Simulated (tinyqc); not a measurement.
Small-signal admittance of a forward-biased p+-n diode: one step of the calculation.

Holes injected into a neutral base of width wb with an ohmic contact at its end; low injection, p0 far above the equilibrium density. A small voltage v exp(i w t), w = 2 pi f, modulates the edge density by p0 v/Vt, and the small-signal density obeys Dp d2p/dx2 = (1/tau + i w) p.

Task. The same by finite differences. 7 equal intervals, h = wb/7; u = small-signal density over its edge value, u_0 = 1, u_7 = 0; u_(i-1) + b u_i + u_(i+1) = 0 with b = -2 - h^2 (1/tau + i w)/Dp; Y = (q Dp p0/(Vt h)) (-b/2 - u_1), which includes the half box at the edge.

Parameters, values chosen for the exercise; permittivity close to that of silicon:

| symbol | value | unit | meaning |
|---|---|---|---|
| T | 300 | K | temperature |
| Dp | 5.4 | cm^2/s | hole diffusion coefficient |
| tau | 1e-6 | s | hole lifetime |
| wb | 44 | um | width of the neutral base |
| p0 | 2.9e13 | cm^-3 | excess hole density at the junction edge |
| f | 4.3e5 | Hz | signal frequency |

Constants: q = 1.602176634e-19 C, kB = 1.380649e-23 J/K, Vt = kB T/q. Results are converted to the units shown.

Find: b; u; Y on the mesh.

Result.

b = -2.0732-0.1977i

| node | u |
|---|---|
| 1 | 0.66727-0.17443i |
| 2 | 0.41784-0.22972i |
| 3 | 0.24440-0.21921i |
| 4 | 0.13217-0.17644i |
| 5 | 0.06449-0.12044i |
| 6 | 0.02534-0.06051i |

Y on the mesh = 0.57023+0.42194i S/cm^2

tinyqc, about 0.01 s, one thread, Intel Xeon 2.30GHz (shared host): `OMP_NUM_THREADS=1 python tinyqc.py 2890154 2890155 out.jsonl`
